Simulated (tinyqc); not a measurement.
Capacitances against the line height.

Endless row of lines of width wl, height tl and space sl between grounded planes at distance hd; e2 fills the gaps beside the lines, e1 the rest. Laplace's equation is solved on meshes of 3, 6 and 12 steps per unit u and extrapolated (Aitken), which is good to about 0.2 %. C_even (all lines at 1 V) is the capacitance Cg to the planes; C_odd (neighbours in antiphase) = Cg + 4 Cc if only nearest neighbours couple, which defines Cc; total with quiet neighbours Cg + 2 Cc. Plate values 2 eps0 e1 wl/hd and eps0 e2 tl/sl.

Inputs (values chosen for the exercise): relative permittivity above and below the lines e1 = 2.7; relative permittivity between the lines e2 = 1; line width, in units u wl = 6 u; space between lines sl = 4 u; distance to each plane hd = 6 u.

Constants: eps0 = 8.8541878128e-12 F/m. Results are converted to the units shown.

The same in every row: plate Cg (aF/um) = 47.8.

Capacitances against the line height:
```
tl (u),Cg (aF/um),Cc (aF/um),Cg + 2 Cc (aF/um),C_odd (aF/um),plate Cc (aF/um),"share of coupling, 2 Cc/(Cg + 2 Cc) (%)"
2,73.8,15.4,105,136,4.43,29.5
4,74.3,19.8,114,153,8.85,34.7
6,74.4,24.2,123,171,13.3,39.4
8,74.4,28.6,132,189,17.7,43.4
12,74.4,37.4,149,224,26.6,50.2
16,74.4,46.3,167,260,35.4,55.4
```

What does the comparison show?

As tl goes from 2 to 16, Cg rises from 73.8 to 74.4 aF/um, Cc rises from 15.4 to 46.3 aF/um and the share of coupling rises from 29.5 to 55.4 %. Cg is 1.54 times its plate value in the first row and 1.56 times in the last; for Cc the ratios are 3.49 and 1.31. Neighbours in antiphase raise the load by a factor of 1.29 and 1.55 over quiet ones.

tinyqc, about 1 s, one thread, Intel Xeon 2.30GHz (shared host): `OMP_NUM_THREADS=1 python tinyqc.py 2790202 2790203 out.jsonl`
